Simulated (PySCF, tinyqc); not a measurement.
Inside a calculation. Method: CIS and TDHF on RHF in the sto-6g basis, for H4, spin multiplicity 1. The lowest restricted solution is unstable here: a spin-polarised one lies 0.0458 hartree lower (PySCF). Computed by tinyqc, a small Python program that keeps every step (integrals from PySCF). Settings: charge = 0, multiplicity = 1, basis = sto-6g, method = RHF, energy threshold = 1e-10, iteration cap = 72, orthogonalisation = symmetric, start = atomic densities, DIIS depth = 6, TDHF = 1. Command: `OMP_NUM_THREADS=1 python tinyqc.py 21793 21794 out.jsonl` (the two numbers bound the seeds that draw the settings). One thread of a shared host (Intel(R) Xeon(R) Processor @ 2.60GHz), about 0.06 s of CPU time with the checks. The early iterations of the SCF are left out here.

## One-electron integrals

Geometry (angstrom):
```
atom        x        y        z
H     0.00000  0.00000  0.00000
H     0.00000  0.00000  0.88800
H     0.00000  0.98400  0.00000
H     0.00000  0.98400  0.88800
```

Basis sto-6g: exponents (1/bohr^2) and contraction coefficients of normalised primitives:
```
element  l (shell)  exponent  coefficient
H            s (1)  35.52322      0.00916
H            s (1)   6.51314      0.04936
H            s (1)   1.82214      0.16854
H            s (1)   0.62596      0.37056
H            s (1)   0.24308      0.41649
H            s (1)   0.10011      0.13033
```

Overlap, kinetic and nuclear-attraction integrals over the contracted functions; the nuclear repulsion is the sum of Za Zb / Rab.

nuclear repulsion = 3.0658949 hartree

overlap S, order 1H 1s, 2H 1s, 3H 1s, 4H 1s:
$$\begin{pmatrix}
1.00000 & 0.56474 & 0.50618 & 0.32789 \\
0.56474 & 1.00000 & 0.32789 & 0.50618 \\
0.50618 & 0.32789 & 1.00000 & 0.56474 \\
0.32789 & 0.50618 & 0.56474 & 1.00000
\end{pmatrix}$$

kinetic energy T (hartree), order 1H 1s, 2H 1s, 3H 1s, 4H 1s:
$$\begin{pmatrix}
0.76852 & 0.15719 & 0.11757 & 0.03062 \\
0.15719 & 0.76852 & 0.03062 & 0.11757 \\
0.11757 & 0.03062 & 0.76852 & 0.15719 \\
0.03062 & 0.11757 & 0.15719 & 0.76852
\end{pmatrix}$$

nuclear attraction V (hartree), order 1H 1s, 2H 1s, 3H 1s, 4H 1s:
$$\begin{pmatrix}
-2.72295 & -1.48569 & -1.31853 & -0.86638 \\
-1.48569 & -2.72295 & -0.86638 & -1.31853 \\
-1.31853 & -0.86638 & -2.72295 & -1.48569 \\
-0.86638 & -1.31853 & -1.48569 & -2.72295
\end{pmatrix}$$

core Hamiltonian H = T + V (hartree), order 1H 1s, 2H 1s, 3H 1s, 4H 1s:
$$\begin{pmatrix}
-1.95443 & -1.32850 & -1.20096 & -0.83576 \\
-1.32850 & -1.95443 & -0.83576 & -1.20096 \\
-1.20096 & -0.83576 & -1.95443 & -1.32850 \\
-0.83576 & -1.20096 & -1.32850 & -1.95443
\end{pmatrix}$$

## Two-electron integrals

Functions are numbered as in S; the eight-fold symmetry (ij|kl) = (ji|kl) = (kl|ij) leaves the list below.

Two-electron integrals (ij|kl) in chemists' order, unique and non-zero (hartree):
```
(11|11) 0.77500   (21|11) 0.36402   (21|21) 0.20993   (22|11) 0.51597
(22|21) 0.36402   (22|22) 0.77500   (31|11) 0.31689   (31|21) 0.15672
(31|22) 0.23287   (31|31) 0.16465   (32|11) 0.17841   (32|21) 0.10497
(32|22) 0.18498   (32|31) 0.09459   (32|32) 0.06352   (33|11) 0.48327
(33|21) 0.25024   (33|22) 0.38523   (33|31) 0.31689   (33|32) 0.18498
(33|33) 0.77500   (41|11) 0.18498   (41|21) 0.10497   (41|22) 0.17841
(41|31) 0.09459   (41|32) 0.06297   (41|33) 0.17841   (41|41) 0.06352
(42|11) 0.23287   (42|21) 0.15672   (42|22) 0.31689   (42|31) 0.12194
(42|32) 0.09459   (42|33) 0.23287   (42|41) 0.09459   (42|42) 0.16465
(43|11) 0.25024   (43|21) 0.14535   (43|22) 0.25024   (43|31) 0.15672
(43|32) 0.10497   (43|33) 0.36402   (43|41) 0.10497   (43|42) 0.15672
(43|43) 0.20993   (44|11) 0.38523   (44|21) 0.25024   (44|22) 0.48327
(44|31) 0.23287   (44|32) 0.17841   (44|33) 0.51597   (44|41) 0.18498
(44|42) 0.31689   (44|43) 0.36402   (44|44) 0.77500
```

## Orthogonalisation

S = U s U^T; symmetric (Loewdin) form X = U s^(-1/2) U^T, so that X^T S X = 1.

eigenvalues of S: [0.25697, 0.61356, 0.73066, 2.39881]

X, order 1H 1s, 2H 1s, 3H 1s, 4H 1s:
$$\begin{pmatrix}
1.26622 & -0.35845 & -0.30507 & 0.04295 \\
-0.35845 & 1.26622 & 0.04295 & -0.30507 \\
-0.30507 & 0.04295 & 1.26622 & -0.35845 \\
0.04295 & -0.30507 & -0.35845 & 1.26622
\end{pmatrix}$$

## Iteration 3 (converged): orbitals

converged F (hartree), order 1H 1s, 2H 1s, 3H 1s, 4H 1s:
$$\begin{pmatrix}
-0.38647 & -0.59127 & -0.42051 & -0.38470 \\
-0.59127 & -0.38647 & -0.38470 & -0.42051 \\
-0.42051 & -0.38470 & -0.38647 & -0.59127 \\
-0.38470 & -0.42051 & -0.59127 & -0.38647
\end{pmatrix}$$

Diagonalise F' = X^T F X, C = X C', fill 2 alpha and 2 beta electrons from the bottom; D = 2 C_occ C_occ^T. Each column has its largest component positive (the first on a tie).

F' = X^T F X (hartree):
$$\begin{pmatrix}
0.05809 & -0.54779 & -0.29201 & 0.03844 \\
-0.54779 & 0.05809 & 0.03844 & -0.29201 \\
-0.29201 & 0.03844 & 0.05809 & -0.54779 \\
0.03844 & -0.29201 & -0.54779 & 0.05809
\end{pmatrix}$$

orbital energies (hartree): MO1 -0.74327, MO2 -0.23613, MO3 0.27542, MO4 0.93633

coefficients C, order 1H 1s, 2H 1s, 3H 1s, 4H 1s:
$$\begin{pmatrix}
0.32283 & 0.58494 & 0.63833 & 0.98635 \\
0.32283 & 0.58494 & -0.63833 & -0.98635 \\
0.32283 & -0.58494 & 0.63833 & -0.98635 \\
0.32283 & -0.58494 & -0.63833 & 0.98635
\end{pmatrix}$$

D after iteration 3, order 1H 1s, 2H 1s, 3H 1s, 4H 1s:
$$\begin{pmatrix}
0.89275 & 0.89275 & -0.47587 & -0.47587 \\
0.89275 & 0.89275 & -0.47587 & -0.47587 \\
-0.47587 & -0.47587 & 0.89275 & 0.89275 \\
-0.47587 & -0.47587 & 0.89275 & 0.89275
\end{pmatrix}$$

## Convergence

Stop when the energy changes by less than 1e-10 hartree and every element of the error matrix X^T (F D S - S D F) X is below 3e-06.

Course of the cycle:
```
iteration  E (hartree)     change  largest element of the error matrix
1           -1.8895855          -                             9.98e-16
2           -1.8367191   5.29e-02                             1.62e-15
3           -1.8367191  -3.55e-15                             1.63e-15
```

PySCF RHF in the same basis = -1.8367191 hartree

Converged in 3 iterations.

## Integrals over molecular orbitals

(pq|rs) = sum C_ip C_jq C_kr C_ls (ij|kl), one index at a time.

one-electron integrals over orbitals h = C^T H C (hartree):
$$\begin{pmatrix}
-2.21762 & 0.00000 & 0.00000 & 0.00000 \\
0.00000 & -1.70559 & 0.00000 & 0.00000 \\
0.00000 & 0.00000 & -1.61537 & 0.00000 \\
0.00000 & 0.00000 & 0.00000 & -1.01465
\end{pmatrix}$$

Two-electron integrals over orbitals (pq|rs), unique and non-zero (hartree):
```
(11|11) 0.54986   (21|21) 0.14360   (22|11) 0.53405   (22|22) 0.54497
(31|31) 0.13225   (32|32) 0.07574   (33|11) 0.53138   (33|22) 0.51801
(33|33) 0.54051   (41|32) 0.07603   (41|41) 0.07640   (42|31) 0.12919
(42|42) 0.14167   (43|21) 0.13948   (43|43) 0.15304   (44|11) 0.53882
(44|22) 0.54571   (44|33) 0.54482   (44|44) 0.57148
```

## CIS matrix, singlets

A(ia,jb) = (e_a - e_i) d_ij d_ab + 2 (ia|jb) - (ij|ab).

CIS matrix A, singlet (hartree), order 1>3, 1>4, 2>3, 2>4:
$$\begin{pmatrix}
0.75181 & 0.00000 & 0.00000 & 0.11889 \\
0.00000 & 1.29359 & 0.01259 & 0.00000 \\
0.00000 & 0.01259 & 0.14501 & 0.00000 \\
0.11889 & 0.00000 & 0.00000 & 0.91009
\end{pmatrix}$$

## CIS singlet states

dipole integrals <i|r|a> (bohr), order 1>3, 1>4, 2>3, 2>4:
$$\begin{pmatrix}
0.00000 & 0.00000 & -1.04168 \\
0.00000 & 0.00000 & 0.00000 \\
0.00000 & 0.00000 & 0.00000 \\
0.00000 & 0.00000 & -0.95620
\end{pmatrix}$$

Diagonalise A (1 hartree = 27.211386 eV); each vector has its largest component positive (the first on a tie). The transition dipole is mu = sqrt2 sum c_ia <i|r|a>.

singlet excitation energies (eV): [3.94229, 18.72474, 26.49763, 35.20417]

lowest vectors, order 1>3, 1>4, 2>3, 2>4:
$$\begin{pmatrix}
0.00000 & 0.88151 & 0.47217 & 0.00000 \\
-0.01096 & 0.00000 & 0.00000 & 0.99994 \\
0.99994 & 0.00000 & 0.00000 & 0.01096 \\
0.00000 & -0.47217 & 0.88151 & 0.00000
\end{pmatrix}$$

oscillator strengths 2/3 w |mu|^2: [0.00000, 0.19989, 2.31309, 0.00000]

## TDHF (RPA) singlet states

B(ia,jb) = 2 (ia|jb) - (ib|ja); the squared energies are the eigenvalues of (A - B)(A + B); 1 hartree = 27.211386 eV.

TDHF matrix B, singlet (hartree), order 1>3, 1>4, 2>3, 2>4:
$$\begin{pmatrix}
0.13225 & 0.00000 & 0.00000 & 0.18234 \\
0.00000 & 0.07640 & 0.02288 & 0.00000 \\
0.00000 & 0.02288 & 0.07574 & 0.00000 \\
0.18234 & 0.00000 & 0.00000 & 0.14167
\end{pmatrix}$$

squared energies w^2 (hartree^2): [0.01522, 0.46393, 0.85375, 1.66689]

TDHF energies from the positive w^2 (eV): [3.35664, 18.53441, 25.14294, 35.13208]

## CIS matrix, triplets

A(ia,jb) = (e_a - e_i) d_ij d_ab - (ij|ab).

CIS matrix A, triplet (hartree), order 1>3, 1>4, 2>3, 2>4:
$$\begin{pmatrix}
0.48731 & 0.00000 & 0.00000 & -0.13948 \\
0.00000 & 1.14078 & -0.13948 & 0.00000 \\
0.00000 & -0.13948 & -0.00646 & 0.00000 \\
-0.13948 & 0.00000 & 0.00000 & 0.62675
\end{pmatrix}$$

## CIS triplet states

Diagonalise A (1 hartree = 27.211386 eV); each vector has its largest component positive (the first on a tie).

triplet excitation energies (eV): [-0.63061, 10.91433, 19.40083, 31.49710]

lowest vectors, order 1>3, 1>4, 2>3, 2>4:
$$\begin{pmatrix}
0.00000 & 0.85063 & -0.52577 & 0.00000 \\
0.11898 & 0.00000 & 0.00000 & 0.99290 \\
0.99290 & 0.00000 & 0.00000 & -0.11898 \\
0.00000 & 0.52577 & 0.85063 & 0.00000
\end{pmatrix}$$

A negative triplet energy shows that the restricted solution is unstable towards a spin-polarised one.

## TDHF (RPA) triplet states

B(ia,jb) = - (ib|ja); the squared energies are the eigenvalues of (A - B)(A + B); 1 hartree = 27.211386 eV.

TDHF matrix B, triplet (hartree), order 1>3, 1>4, 2>3, 2>4:
$$\begin{pmatrix}
-0.13225 & 0.00000 & 0.00000 & -0.07603 \\
0.00000 & -0.07640 & -0.12919 & 0.00000 \\
0.00000 & -0.12919 & -0.07574 & 0.00000 \\
-0.07603 & 0.00000 & 0.00000 & -0.14167
\end{pmatrix}$$

squared energies w^2 (hartree^2): [-0.01030, 0.11835, 0.50173, 1.30568]

TDHF energies from the positive w^2 (eV): [9.36122, 19.27460, 31.09349]

A + B or A - B has a negative eigenvalue: the restricted solution is unstable towards a spin-polarised one, a negative w^2 means an imaginary energy, and the lowest roots have no physical meaning.
